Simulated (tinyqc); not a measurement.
Inside a calculation. Method: RKS/exchange-only LDA in the 6-31g basis, for H-, spin multiplicity 1. The basis has no diffuse functions, so it cannot describe the extra electron: this is an exercise in the method, not the real anion. One step of it, computed by the program tinyqc.

Task: Iteration 1: diagonalisation and new density. Diagonalise F' = X^T F X, C = X C', fill 1 alpha and 1 beta electrons from the bottom; D = 2 C_occ C_occ^T; the new density keeps 0.2 of the old one (damping). Each column has its largest component positive (the first on a tie).

Kohn-Sham matrix F (hartree):
```
          1H 1s     1H 2s
1H 1s  0.813898  0.155064
1H 2s  0.155064  0.367684
```

X:
```
               1         2
1H 1s   1.209644  0.549104
1H 2s  -1.209644  0.549104
```

D at the start:
```
          1H 1s     1H 2s
1H 1s  0.365393  0.568867
1H 2s  0.568867  0.885646
```

overlap S:
```
          1H 1s     1H 2s
1H 1s  1.000000  0.658292
1H 2s  0.658292  1.000000
```

Give: F' = X^T F X; orbital energies; coefficients C; D after iteration 1.

Result:

F' = X^T F X (hartree):
```
        1       2
1  1.2751  0.2964
2  0.2964  0.4498
```

orbital energies (hartree): MO1 0.3544, MO2 1.3705

coefficients C:
```
          MO1      MO2
1H 1s  0.1521   1.3197
1H 2s  0.8933  -0.9832
```

D after iteration 1:
```
        1H 1s   1H 2s
1H 1s  0.1101  0.3311
1H 2s  0.3311  1.4540
```
